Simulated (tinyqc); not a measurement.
Surface Green function of a dimerised chain, Sancho-Rubio decimation: densities of states against energy.

A semi-infinite lead of cells 0, 1, 2, ... with H0 inside a cell and H1 = <cell i|H|cell i + 1>. Cell A, B with A at the surface; -t1 joins A and B, -t2 joins B to the next A. z = E + i eta.

Start with e_s = e = H0, a = H1, b = H1^dagger. Each round: g = (z - e)^(-1); e_s <- e_s + a g b; e <- e + a g b + b g a; a <- a g a; b <- b g b (all with the old a, b). Round k joins cells 2^k apart. Stop when the largest entry of the matrices a and b is below 1e-12 eV; g_s = (z - e_s)^(-1), bulk (z - e)^(-1), density of states -Im Tr/pi. Here eta = 0.01 eV. Open modes are the crossings of E with the bands of H0 + H1 exp(ik) + H1^dagger exp(-ik) for 0 < k < pi.

H0 (eV):
```
       A      B
A   0.37  -1.03
B  -1.03  -0.37
```

H1 (eV):
```
    A  B
A   0  0
B  -1  0
```

Densities of states against energy:
```
E (eV)  open modes  rounds  surface (1/eV)  bulk (1/eV)
-2.27            0       5        0.007566      0.01736
-1.86            1      11          0.6453       0.7266
-1.44            1      11          0.7300       0.4458
-1.03            1      12          0.5518       0.3817
-0.62            1      12          0.3015       0.4037
-0.21            0       7        0.008215      0.01498
0.21             0       7         0.02137      0.01498
0.62             1      12          0.6576       0.4037
1.03             1      12          0.5822       0.3817
1.44             1      11          0.6298       0.4458
1.86             1      11          0.5263       0.7266
2.27             0       5        0.006601      0.01736
```

The bands of the infinite lead run over -2.06 to -0.371, 0.371 to 2.06 eV. The rounds lie between 5 and 12, 6.0 on average outside the bands and 11.5 inside. The surface density of states is largest at E = -1.44 eV among the rows (0.730 1/eV, bulk 0.446).

Program tinyqc, `OMP_NUM_THREADS=1 python tinyqc.py 2680128 2680129 out.jsonl`; Intel Xeon 2.30GHz, shared host, one thread, about 0.02 s.
